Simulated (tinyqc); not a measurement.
Tight binding, honeycomb lattice, step by step. Computed by tinyqc, a small Python program that keeps every step. Settings: t1 = 2.32, t2 = 0.39, phi = 1.57, delta = 0, points = 6. Command: `OMP_NUM_THREADS=1 python tinyqc.py 28801 28802 out.jsonl` (the two numbers bound the seeds that draw the settings). One thread of a shared host (Intel(R) Xeon(R) Processor @ 2.60GHz), about 0.01 s of CPU time with the checks.

## Bloch Hamiltonian at k

Parameters chosen for this model:
```
parameter     value                        unit
t1         2.320000                 eV, nearest
t2         0.390000       eV, second neighbours
phi        1.570000  rad, phase of t2 (Haldane)
delta             0          eV, +/- on A and B
```

k point k (fractions of the reciprocal vectors): [0.3100, 0.3700]

H_AB = -t1 (1 + exp(-i k.a1) + exp(-i k.a2)); H_AA = delta - 2 t2 sum cos(k.b + phi), H_BB = -delta - 2 t2 sum cos(k.b - phi), b = a1, a2 - a1, -a2.

H(k) at k (eV), order A, B:
$$\begin{pmatrix}
0.4438 & 0.1222+3.8483i \\
0.1222-3.8483i & -0.4437
\end{pmatrix}$$

## Levels at k

Diagonalise the Hermitian matrix.

eigenvalues (eV): [-3.8756, 3.8758]

weights |c|^2 of the basis functions, order A, B:
$$\begin{pmatrix}
0.4428 & 0.5572 \\
0.5572 & 0.4428
\end{pmatrix}$$

## Bloch Hamiltonian at K

k point K (fractions of the reciprocal vectors): [0.3333, 0.6667]

As before.

H(k) at K (eV), order A, B:
$$\begin{pmatrix}
2.0274 & 0.0000 \\
0.0000 & -2.0256
\end{pmatrix}$$

## Levels at K

As before.

eigenvalues (eV): [-2.0256, 2.0274]

weights |c|^2 of the basis functions, order A, B:
$$\begin{pmatrix}
0.0000 & 1.0000 \\
1.0000 & 0.0000
\end{pmatrix}$$

## Bands along a path

The same steps at evenly spaced points between the labelled ones.

Bands along the path (eV):
```
k           band 1  band 2
G          -6.9619  6.9581
G-K 0.25   -6.3406  6.3378
G-K 0.50   -4.6892  4.6886
G-K 0.75   -2.7951  2.7963
K          -2.0256  2.0274
K-M 0.25   -2.1132  2.1150
K-M 0.50   -2.2360  2.2375
K-M 0.75   -2.3023  2.3037
M          -2.3194  2.3206
M-K' 0.25  -2.3023  2.3037
M-K' 0.50  -2.2360  2.2375
M-K' 0.75  -2.1132  2.1150
K'         -2.0256  2.0274
```

With 1 band(s) filled, the highest filled level on these points lies at K' and the lowest empty one at K': a gap of 4.0530 eV, direct.

## Chern number of the lower band

On a 6 x 6 mesh, the phase of the product of overlaps around each plaquette (k1 then k2); the sum over 2 pi is an integer.

plaquette phases (rad):
$$\begin{pmatrix}
0.0000 & -0.0072 & -0.1352 & -0.2003 & 0.0600 & 0.0244 \\
-0.0072 & -0.0632 & -0.1911 & -0.4817 & 0.0000 & 0.0600 \\
-0.1352 & -0.1911 & -0.4536 & -0.7380 & -0.4817 & -0.2003 \\
-0.2003 & -0.4817 & -0.7380 & -0.4536 & -0.1911 & -0.1352 \\
0.0600 & 0.0000 & -0.4817 & -0.1911 & -0.0632 & -0.0072 \\
0.0244 & 0.0600 & -0.2003 & -0.1352 & -0.0072 & 0.0000
\end{pmatrix}$$

Chern number = -1.0000
